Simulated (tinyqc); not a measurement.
## Shape of the distribution and failure rate

For F(t) = 1 - exp(-(t/t63)^beta): mean t63 Gamma(1 + 1/beta), median t63 (ln 2)^(1/beta), deviation t63 sqrt(Gamma(1 + 2/beta) - Gamma(1 + 1/beta)^2), failure rate (beta/t63)(t/t63)^(beta - 1).

Inputs (values chosen for the exercise): characteristic time of a test capacitor t63 = 3000 s.

Result of one run:
```
mean (s)  median (s)  deviation/mean  rate at 0.01 t63 (1/s)  rate at t63 (1/s)
2657            2540          0.4798                2.919e-6           7.333e-4
```

Which Weibull slope beta gave this result: 0.7, 1, 1.3, 1.7 or 2.2?

beta = 2.2.

The whole series:
```
beta  mean (s)  median (s)  deviation/mean  rate at 0.01 t63 (1/s)  rate at t63 (1/s)
0.5       6000        1441           2.236                0.001667           1.667e-4
0.7       3797        1777           1.462                9.289e-4           2.333e-4
1         3000        2079           1.000                3.333e-4           3.333e-4
1.3       2771        2263          0.7757                1.088e-4           4.333e-4
1.7       2677        2418          0.6055                2.256e-5           5.667e-4
2.2       2657        2540          0.4798                2.919e-6           7.333e-4
3         2679        2655          0.3634                1.000e-7           0.001000
4         2719        2737          0.2805                1.333e-9           0.001333
```

The relative spread falls from 2.24 to 0.281. For beta < 1 the rate falls with time (early failures), at 1 it is constant, 3.33e-4 1/s, and above 1 it grows (wear-out): the early rate goes from 10.0 times the rate at t63 to 1.00e-6 times.

Numbers from tinyqc (`OMP_NUM_THREADS=1 python tinyqc.py 2070036 2070037 out.jsonl`; about 0.01 s on one thread of a shared Intel Xeon 2.30GHz).
